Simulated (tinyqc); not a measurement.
Parabolic quantum dot in a magnetic field (Fock-Darwin): sweeps and comparisons. A value that a table varies takes the place of the one given here.

Two dimensions, V = m w0^2 r^2/2, one valley. hbar wc = 2 muB B/m, W = sqrt(w0^2 + wc^2/4), E(n, l, s) = (2n + |l| + 1) hbar W - l hbar wc/2 + s gs muB B, n = 0, 1, ..., l = 0, +/-1, ..., s = +/-1/2; length lam = sqrt(2c/(m hbar W)), c = hbar^2/2m0.

Two electrons, first order in the Coulomb energy: the singlet (0,0)^2 has 2W + J0 and the lowest triplet (0,0)(0,1) has 3W - wc/2 + J0/2 - Ez, with J0 = sqrt(pi/2) q/(eps lam), q = e^2/(4 pi eps0), Ez = |gs| muB B.

Exact treatment: the centre of mass separates with energy W, and the relative motion obeys [-(2c/m) Laplacian + (2c/m) r^2/(2 lam^2)^2 + q/(eps r)] psi = e_l psi for angular number l, solved in 14 Gaussians r^l exp(-a r^2), a = 1.7^i/(4 lam^2), i = -3 to 10. E(S) = W + e_0, E(T) = W + e_1 - wc/2 - Ez.

Constants: muB = 5.788381798e-05 eV/T; hbar^2/2m0 = 3.80998211 eV angstrom^2; e^2/(4 pi eps0) = 14.39964547 eV angstrom.

Parameters, chosen for this exercise (near those of a gate-defined dot in GaAs; the results hold for these values, not for the real material):
- m = 0.0682 m0 (mass)
- gs = -0.41 (g factor)
- w0 = 7.8 meV (confinement energy hbar w0)
- Bs = (0, 1.1, 2.3, 3.7, 5.5, 8.3, 12) T (fields)
- eps = 12.7 (dielectric constant)
- B = 1.48 T (magnetic field)

## Levels against field

Six orbital levels without the Zeeman term.

Levels (meV):
```
B (T)   (0,0)   (0,1)  (0,-1)   (0,2)   (1,0)   (0,3)
0       7.800  15.600  15.600  23.400  23.400  31.200
1.1     7.856  14.778  16.645  21.700  23.567  28.622
2.3     8.041  14.129  18.033  20.218  24.122  26.306
3.7     8.408  13.677  19.957  18.945  25.225  24.213
5.5     9.090  13.512  22.848  17.934  27.270  22.356
8.3    10.510  13.976  28.065  17.442  31.531  20.907
12     12.829  15.472  35.842  18.116  38.486  20.760
```

What does this show?

(0,2) crosses (0,-1) where W = 3 wc/2, that is wc = w0/sqrt(2), B = 3.25 T, and (0,3) crosses it at W = wc, B = 5.31 T. States with n = 0 and l >= 0 draw together into the lowest Landau level: their spacing W - wc/2 shrinks from 7.80 to 2.64 meV, while (0,-1) climbs to 23.01 meV above (0,0).

## Singlet against triplet in a field

For each field, first order and exact.

Energies (meV):
```
B (T)      J0  W - wc/2     Ez  E(T) - E(S), first order  exact
0      11.873     7.800  0.000                     1.863   4.27
1.1    11.916     6.922  0.026                     0.938   3.35
2.3    12.055     6.088  0.055                     0.006   2.42
3.7    12.328     5.268  0.088                    -0.984   1.45
5.5    12.818     4.422  0.131                    -2.117   0.35
8.3    13.783     3.466  0.197                    -3.623  -1.09
12     15.227     2.644  0.285                    -5.255  -2.65
```

How do the results move?

Exactly, the triplet drops below the singlet between 5.5 and 8.3 T. First order puts the crossing between 2.3 and 3.7 T; with J0/W = 1.52 at zero field it misses the splitting there by 2.40 meV. From the first row to the last the orbital cost falls by 5.16 meV, the Coulomb gain J0/2 (half direct, half exchange) grows by 1.68 meV and the Zeeman gain by 0.28 meV. States of higher angular number, which take over at higher fields, in soft dots already within such a table, are left out.

## What each parameter does

The two modes W +/- wc/2, lam and the exact E(T) - E(S), with q = e^2/(4 pi eps0) and Ez = |gs| muB B. Each row changes one parameter from the base and keeps the others.

Results:
```
case           upper mode (meV)  lower mode (meV)  lam (angstrom)  E(T) - E(S) (meV)
base                      9.157             6.644           118.9               3.04
B = 0.89 T                8.592             7.081           119.4               3.52
w0 = 9.75 meV            11.087             8.574           106.6               4.38
m = 0.0784 m0             8.969             6.783           111.1               3.05
gs = -0.61                9.157             6.644           118.9               3.03
eps = 10.8                9.157             6.644           118.9               2.72
```

How do the results move?

The largest shifts from the base row, up to three for each result and ties (the steps differ in size, so this ranks the rows, not the parameters). upper mode (meV): w0 +1.930, B -0.565, m -0.188; unchanged at the printed digits by gs and eps. lower mode (meV): w0 +1.930, B +0.437, m +0.139; unchanged at the printed digits by gs and eps. lam (angstrom): w0 -12.3, m -7.8, B +0.5; unchanged at the printed digits by gs and eps. E(T) - E(S) (meV): w0 +1.33, B +0.47, eps -0.33.

Program tinyqc; command `OMP_NUM_THREADS=1 python tinyqc.py 1251877 1251878 out.jsonl`; about 0.09 s on one thread of a shared Intel(R) Xeon(R) Processor @ 2.30GHz.
